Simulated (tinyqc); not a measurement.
Electron mobility in a silicon inversion layer, empirical terms and Matthiessen rule: one step of the calculation.

Inversion layer of sheet density Ns on a uniformly doped body. The mobility terms are empirical power laws with prefactors chosen for the exercise; adding their inverses (Matthiessen) is itself an approximation.

Problem. Split C-V extraction. Q(Vg) is the trapezoid sum of Cgc from the first point (where Q is taken as 0); mu_eff = I/((W/L) Q Vd); mu_FE = (dI/dVg)/((W/L) Cox Vd) with a backward difference. Listed from point 4 on.

Parameters, values chosen for the exercise; material values close to those of silicon: gate capacitance Cox = 1.01 uF/cm^2; ratio W/L WL = 5; drain voltage Vd = 0.05 V.

```
point  Vg (V)  Cgc (uF/cm^2)        I (uA)
0         0.1   8.8839005e-5  1.8315236e-9
1         0.2   0.0013832275  4.4453075e-7
2         0.3    0.021142104  1.0574389e-4
3         0.4     0.25249237   0.019118151
4         0.5     0.84700388    0.67920809
5         0.6     0.99768489     3.2857576
6         0.7      1.0092009     7.2255524
7         0.8      1.0099487     11.786380
8         0.9      1.0099967     16.599283
9           1      1.0099998     21.455361
10        1.1      1.0100000     26.230828
11        1.2      1.0100000     30.851841
12        1.3      1.0100000     35.275212
```

Wanted: Q; mu_eff; mu_FE.

Solution.

```
point  Q (uC/cm^2)  mu_eff (cm^2/(V s))  mu_FE (cm^2/(V s))
4         0.069856               38.892              26.142
5          0.16209               81.084              103.23
6          0.26244               110.13              156.03
7          0.36339               129.74              180.63
8          0.46439               142.98              190.61
9          0.56539               151.79              192.32
10         0.66639               157.45              189.13
11         0.76739               160.81              183.01
12         0.86839               162.49              175.18
```

At the last point mu_FE is 7.8 % above mu_eff.

Computed by the program tinyqc: `OMP_NUM_THREADS=1 python tinyqc.py 2510035 2510036 out.jsonl`, one thread of a shared Intel Xeon 2.30GHz, about 0.01 s for the whole run.
